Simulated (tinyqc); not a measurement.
Inside a calculation. Model: non-radiative capture by multiphonon emission, one effective mode. Computed by tinyqc, a small Python program that keeps every step. Command: `OMP_NUM_THREADS=1 python tinyqc.py 3009525 3009526 out.jsonl capture walk`. One thread of a shared host (Intel(R) Xeon(R) Processor @ 2.30GHz), about 0.01 s of CPU time with the checks. Intermediate numbers are printed to about 7 digits and carried at full precision; extremes and crossings named in words are read from the listed rows.

The initial state (free carrier plus empty centre) lies dE above the final state; both have the same frequency and are displaced by dQ.

Inputs (values chosen for the exercise, with mass, screening and phonons like those of ZnSe):
```
quantity                     value                   unit
energy released dE           0.395                     eV
phonon energy hbar omega      30.5                    meV
Huang-Rhys factor S           6.12                      -
electron-phonon coupling W  0.0064  eV/(u^(1/2) angstrom)
cell volume V                  774             angstrom^3
degeneracy g                     2                      -
broadening b                    26                    meV
carrier mass m                0.72                    m_0
temperature T                   77                      K
defect density N_t           4e+16                  cm^-3
```

Centre: neutral.

Constants: hbar^2/u = 4.18015928e-03 eV angstrom^2; k_B = 8.617333262e-05 eV/K; hbar = 6.582119569e-16 eV s; k_B = 1.380649e-23 J/K; m_0 = 9.1093837015e-31 kg.

## Geometry of the two curves

dQ = sqrt(2 S (hbar^2/u)/hbar omega); relaxation energy lambda = S hbar omega; phonons needed P = dE/hbar omega; classical barrier E_b = (dE - lambda)^2/(4 lambda); occupation n = 1/(exp(hbar omega/k_B T) - 1).

dQ = 1.295201 u^(1/2) angstrom

lambda = 0.18666 eV

P = 12.95082

classical barrier E_b = 0.05813452 eV

occupation n = 0.01018889

dE exceeds lambda: the inverted case usual for deep centres, in which the curves cross on the far side of the initial minimum.

## Phonon weights near resonance

Huang-Rhys weight for a net emission of p phonons: L_p = exp(-S (2n + 1)) ((n + 1)/n)^(p/2) I_p(2 S sqrt(n (n + 1))), I_p the modified Bessel function. M_p = sum_m w_m <m_i|Q|(m + p)_f>^2 with Q counted from the final minimum and Boltzmann weights w_m for m = 0..24; <m_i|Q|k_f> = sqrt((hbar^2/u)/(2 hbar omega)) [sqrt(k) <m|k-1> + sqrt(k+1) <m|k+1>], with overlaps of oscillators displaced by d = sqrt(2 S) summed on 1500 points from -16 to 16 + d. The delta function is a Gaussian of standard deviation b at dE - p hbar omega.

Weights:
```
p          L_p  M_p (u angstrom^2)  Gaussian (1/eV)
10  0.04517844           0.1314537     3.837289e-02
11  0.02531799           0.0830899     1.118728e+00
12  0.01301165           0.0478366     8.237351e+00
13  0.00617484           0.0252763     1.531842e+01
14  0.00272180           0.0123374     7.194550e+00
15  0.00112001           0.0055940     8.534076e-01
16  0.00043216           0.0023677     2.556658e-02
```

## Capture coefficient before scaling

C_0 = V (2 pi/hbar) g W^2 sum_p M_p Gaussian_p. The sum runs over the seven p from round(P) - 3 to round(P) + 3; 1 angstrom^3 = 1e-24 cm^3.

sum_p M_p Gaussian_p = 0.9728353 u angstrom^2/eV

C_0 = 5.888224e-10 cm^3/s

Caution: the largest term is not the one nearest energy conservation, so C_0 depends strongly on the broadening b.

## Scaled coefficient, cross-section and lifetime

For a neutral centre the Sommerfeld factor is 1. C = s C_0; v = sqrt(3 k_B T/m); sigma = C/v; tau = 1/(C N_t).

Sommerfeld factor s = 1

capture coefficient C = 5.888224e-10 cm^3/s

thermal velocity v = 6973276 cm/s

cross-section sigma = 8.443984e-17 cm^2

capture time = 4.245763e-08 s

## Quantum against classical capture

C_0 = V (2 pi/hbar) g W^2 sum_p M_p Gaussian_p. Here the sum runs over all p. Classical (Marcus) form: replace the sum by Q_c^2 exp(-E_b/k_B T)/sqrt(4 pi lambda k_B T), Q_c = dQ (dE + lambda)/(2 lambda). The last column is -k_B d ln C_0/d(1/T) from this row and the one above.

Against temperature:
```
T (K)  C_0, quantum (cm^3/s)  C_0, classical (cm^3/s)  Sommerfeld factor  activation energy (eV)
28              5.711579e-10             1.126281e-18                  1                       -
53              5.733350e-10             7.060252e-14                  1            1.946082e-05
88              6.029441e-10             8.656875e-12                  1            5.782293e-04
140             7.250574e-10             1.183488e-10                  1            3.765332e-03
210             9.811216e-10             4.816168e-10                  1            1.094635e-02
320             1.437375e-09             1.177131e-09                  1            2.010359e-02
500             2.050179e-09             2.011514e-09                  1            2.720077e-02
780             2.565086e-09             2.614021e-09                  1            2.689386e-02
```

At 28.0 K the quantum value is 5.1e8 times the classical one: C_0 comes from tunnelling out of the lowest level and hardly depends on T. At 780 K the ratio is 0.98. The largest apparent activation energy is 0.027 eV against the classical barrier of 0.058 eV, so an Arrhenius fit understates the barrier, through tunnelling and the broadening b at low T and the T^(-1/2) prefactor at high T.

Checks made by the program: Bessel formula against the sum over overlaps (relative difference below 1e-10).
